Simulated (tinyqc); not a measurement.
Changing the well width w: interdiffusion of a quantum well during annealing: blurred potential and shift of the confined levels. Computed by tinyqc, a small Python program. Command: `OMP_NUM_THREADS=1 python tinyqc.py 3014917 3014918 out.jsonl qwi sweep`. One thread of a shared host (Intel(R) Xeon(R) Processor @ 2.30GHz), about 0.09 s of CPU time with the checks.

A square well of width w is blurred by Fick diffusion with a constant coefficient; band offsets are linear in composition, masses are uniform, and strain and excitons are ignored.

Inputs (values chosen for the exercise, modelled on InGaAs in InP):

| quantity | value | unit |
|---|---|---|
| electron mass m_e | 0.0418 | m_0 |
| hole mass m_h | 0.392 | m_0 |
| conduction offset V_c | 0.19 | eV |
| valence offset V_v | 0.33 | eV |
| prefactor D0 | 1.3 | cm^2/s |
| activation energy E | 3.36 | eV |
| anneal temperature T | 770 | C |
| anneal time t | 61 | s |

Constants: k_B = 8.617333262e-05 eV/K; hbar^2/(2 m_0) = 3.80998212 eV angstrom^2.

Method:
- D = D0 exp(-E/(k_B T)); L = sqrt(D t); share of well material at the centre erf(w/(4L)); 1 nm = 1e-7 cm.
- Temperatures in kelvin are T(C) + 273.15.
- With L = sqrt(D t) and the share at the centre erf(w/(4L)). After the anneal: V(z) = V {1 - (1/2)[erf((w/2 - z)/(2L)) + erf((w/2 + z)/(2L))]}, energies counted from the original well bottom. Finite differences on 3000 points over |z| < w/2 + 6L + 25 nm; shifts are taken against the same grid with cell-averaged square steps.
- Rise of the bottom = V (1 - share at the centre). Overlap = |<electron|hole>|^2.

One run for each value:

| well width w (nm) | blue shift of the transition (meV) | shift of the electron level (meV) | shift of the hole level (meV) | share at the centre |
|---|---|---|---|---|
| 1.5 | 86.063 | 2.842 | 83.221 | 0.5640 |
| 3.3 | 57.607 | 7.748 | 49.859 | 0.9134 |
| 5.1 | 28.937 | 7.790 | 21.147 | 0.9919 |
| 6.9 | 15.898 | 6.133 | 9.765 | 0.9997 |
| 8.8 | 9.435 | 4.467 | 4.969 | 1.0000 |
| 11.0 | 5.698 | 3.081 | 2.616 | 1.0000 |
| 12.0 | 4.651 | 2.620 | 2.031 | 1.0000 |
| 14.0 | 3.218 | 1.925 | 1.293 | 1.0000 |
| 16.0 | 2.318 | 1.446 | 0.872 | 1.0000 |

What does the table show, and why?

Over the rows, blue shift of the transition (meV) falls from 86.1 to 2.32 (exponent d ln y / d ln x -0.51 between the first rows and -2.5 between the last); shift of the electron level (meV) goes from 2.84 through a maximum among these rows, 7.79 at 5.10, to 1.45; shift of the hole level (meV) falls from 83.2 to 0.872 (exponent d ln y / d ln x -0.65 between the first rows and -3.0 between the last). A wide well keeps its centre and its states away from the edges.

Extremes, crossings and ranges named in words are read from the listed rows.
